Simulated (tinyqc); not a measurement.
p-n heterojunction, non-linear Poisson equation by Newton steps, Boltzmann statistics: effect of the donor density of material 2.

One dimension, material 1 (p-type) at x < 0 and material 2 (n-type) at x > 0. Band edges: Ec = -psi in material 1 and -psi + dEc in material 2, Ev = Ec - Eg. Flat quasi-Fermi levels: 0 for holes, +V for electrons. n = Nc F((EFn - Ec)/Vt), p = Nv F((Ev - EFp)/Vt), with F(eta) = exp(eta) (Boltzmann statistics); full ionisation, no interface charge, classical densities; the doping types are chosen for the exercise.

Exact first integral: on each side D^2/(2 eps0 er) = G, G = q [Vt (nI_j - nI_b) + Vt (pI_j - pI_b) - C (psi_j - psi_b)], with C = -N1 or +N2, b the neutral end of that side, and nI, pI the densities themselves. D is continuous, so er1 G1(psi_j) = er2 G2(psi_j) fixes psi_j. Ends from Nv1 F((-psi_L - Eg1)/Vt) = N1 and Nc2 F((V + psi_R - dEc)/Vt) = N2. D is counted positive when psi rises towards material 2. Depletion (Anderson) capacitance C^2 = q eps0 er1 er2 N1 N2/(2 (er1 N1 + er2 N2)(psi_R - psi_L)). -dD/dV is the change of the displacement at the interface with both quasi-Fermi levels flat; it is the terminal capacitance only while neither side holds an inversion layer. n_j and p_j are densities at the interface.

Parameters, values chosen for the exercise; band and dielectric values those of a made-up pair: temperature T = 300 K; band gap of material 1 Eg1 = 3.97 eV; relative permittivity of material 1 er1 = 9.8; conduction-band density of states of material 1 Nc1 = 2.35e18 cm^-3; valence-band density of states of material 1 Nv1 = 3.93e19 cm^-3; band gap of material 2 Eg2 = 4.22 eV; relative permittivity of material 2 er2 = 10.1; conduction-band density of states of material 2 Nc2 = 2.63e18 cm^-3; valence-band density of states of material 2 Nv2 = 5.39e19 cm^-3; conduction-band offset Ec2 - Ec1 dEc = 0.32 eV; acceptor density of material 1 N1 = 1.4e17 cm^-3; bias of side 1 against side 2 V = 0 V.

Constants: q = 1.602176634e-19 C, kB = 1.380649e-23 J/K, Vt = kB T/q, eps0 = 8.8541878128e-14 F/cm where lengths are in cm. Results are converted to the units shown.

Result of one run:

| psi_R - psi_L (V) | psi_j - psi_L (V) | psi_R - psi_j (V) | D/q (cm^-2) | n_j in 1 (cm^-3) | p_j in 2 (cm^-3) | -dD/dV (nF/cm^2) | depletion C (nF/cm^2) |
|---|---|---|---|---|---|---|---|
| 4.053 | 1.473 | 2.580 | 1.482e12 | 7.556e-22 | 5.096e-7 | 29.66 | 29.47 |

Which donor density of material 2 N2 gave this result: 6e15, 1.1e16, 2.2e16, 7.7e16 or 1.5e17 cm^-3?

N2 = 7.7e16 cm^-3.

The whole series:

| N2 (cm^-3) | psi_R - psi_L (V) | psi_j - psi_L (V) | psi_R - psi_j (V) | D/q (cm^-2) | n_j in 1 (cm^-3) | p_j in 2 (cm^-3) | -dD/dV (nF/cm^2) | depletion C (nF/cm^2) |
|---|---|---|---|---|---|---|---|---|
| 6e15 | 3.987 | 0.1926 | 3.794 | 5.029e11 | 2.301e-43 | 1.673e15 | 10.10 | 10.16 |
| 1.1e16 | 4.003 | 0.3218 | 3.681 | 6.699e11 | 3.409e-41 | 1.129e13 | 13.58 | 13.50 |
| 2.2e16 | 4.021 | 0.5790 | 3.442 | 9.159e11 | 7.139e-37 | 5.394e8 | 18.49 | 18.37 |
| 4.1e16 | 4.037 | 0.9498 | 3.087 | 1.184e12 | 1.206e-30 | 319.2 | 23.79 | 23.64 |
| 7.7e16 | 4.053 | 1.473 | 2.580 | 1.482e12 | 7.556e-22 | 5.096e-7 | 29.66 | 29.47 |
| 1.5e17 | 4.070 | 2.135 | 1.936 | 1.788e12 | 9.695e-11 | 3.972e-18 | 35.65 | 35.42 |
| 2.8e17 | 4.086 | 2.743 | 1.344 | 2.030e12 | 1.580 | 2.438e-28 | 40.30 | 40.04 |
| 5.3e17 | 4.103 | 3.251 | 0.8523 | 2.211e12 | 5.400e8 | 7.131e-37 | 43.73 | 43.45 |

As N2 goes from 6e15 to 5.3e17, the total bending rises from 3.99 to 4.10 V and the sheet charge D/q rises from 5.03e11 to 2.21e12 cm^-2; the share of the bending in material 1 rises from 4.83 to 79.2 %. The capacitance departs most from the depletion formula at N2 = 2.2e16, where it is 0.65 % above it.

Computed by the program tinyqc: `OMP_NUM_THREADS=1 python tinyqc.py 2040167 2040168 out.jsonl`, one thread of a shared Intel Xeon 2.30GHz, about 0.04 s for the whole run.
